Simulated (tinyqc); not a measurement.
Which input was changed? Model: charge control and current of a heterostructure field-effect transistor. Computed by tinyqc, a small Python program. Command: `OMP_NUM_THREADS=1 python tinyqc.py 3018365 3018366 out.jsonl hemt which`. One thread of a shared host (Intel(R) Xeon(R) Processor @ 2.30GHz), about 0.05 s of CPU time with the checks.

Two subbands in a triangular well; E_F is counted from the conduction band edge of the channel at the interface.

Inputs (values chosen for the exercise, modelled on AlGaN/GaN):
```
quantity,value,unit
channel mass m,0.2,m_0
permittivity eps (barrier and channel),9.74,-
barrier thickness d,11,nm
Schottky barrier phi_B,1.3,eV
conduction band offset dE_c,0.49,eV
polarisation charge sigma/e,1.9e+13,1/cm^2
gate voltage V_G,0,V
mobility mu,1400,cm^2/(V s)
saturation velocity v_s,1.4,1e7 cm/s
gate length L,330,nm
source resistance R_S,0.98,ohm mm
temperature T,300,K
mixing,0.5,-
iteration cap,200,-
```

Charge source: polarisation. Velocity law: smooth.

Constants: e = 1.602176634e-19 C; eps_0 = 8.8541878128e-12 F/m; k_B = 8.617333262e-05 eV/K; hbar = 1.054571817e-34 J s; m_0 = 9.1093837015e-31 kg; k_B = 1.380649e-23 J/K.

Method:
- Threshold V_T = phi_B - dE_c - sigma d/(eps eps_0) (in volts); C_b = eps eps_0/d.
- Charge control: n_s = C_b (V_G - V_T - E_F/e)/e. Well: mean field F = e n_s/(2 eps eps_0), E_i = (hbar^2/2m)^(1/3) [(3 pi e F/2)(i + 3/4)]^(2/3), i = 0, 1; n_s = D k_B T sum_i ln(1 + exp((E_F - E_i)/k_B T)), D = m/(pi hbar^2), which is solved in closed form for E_F.
- Iteration from n_s = C_b (V_G - V_T)/(2e): E_F from n_s, n_out from the charge control, n_new = n_s + mixing (n_out - n_s), kept above n_s/10; stop when |n_out/n_s - 1| < 1e-9.
- C_g = e dn_s/dV_G = 1/(1/C_b + 1/C_q), 1/C_q = d(E_F/e)/d(e n_s) by a central difference of +/- 0.1 % in n_s; added distance dd = eps eps_0/C_q.
- With V = e n_s/C_g and V_c = v_s L/mu: for v = mu F/(1 + mu F/v_s), V_Dsat = V_c (sqrt(1 + 2V/V_c) - 1) and I/W = C_g v_s (V - V_Dsat); g_m = dI/dV; extrinsic g_m/(1 + g_m R_S); f_T = g_m/(2 pi C_g L).

Problem. One of these inputs alone was changed, within the range given: barrier thickness d (5.5 to 22); saturation velocity v_s (0.7 to 2.8); gate length L (165 to 660); source resistance R_S (0.49 to 1.96). Which one, and to what value?

Results:
```
run,intrinsic f_T (GHz),saturation current I/W (mA/mm),extrinsic g_m (mS/mm)
before,52.02302,1788.200,429.2681
after,39.96428,1691.572,420.7092
```

Solution.

Each candidate set to reproduce intrinsic f_T, and what it then gives:
```
candidate,range searched,value needed,saturation current I/W (mA/mm),extrinsic g_m (mS/mm)
barrier thickness d (nm),5.5 to 22,out of reach,-,-
saturation velocity v_s (1e7 cm/s),0.7 to 2.8,1.034,1409.1,365.40
gate length L (nm),165 to 660,415.0,1691.6,420.71
source resistance R_S (ohm mm),0.49 to 1.96,no effect,-,-
```

Only gate length L fits every result: it went from 330 to 415 nm. The next best candidate, saturation velocity v_s, misses one result by 17 %.
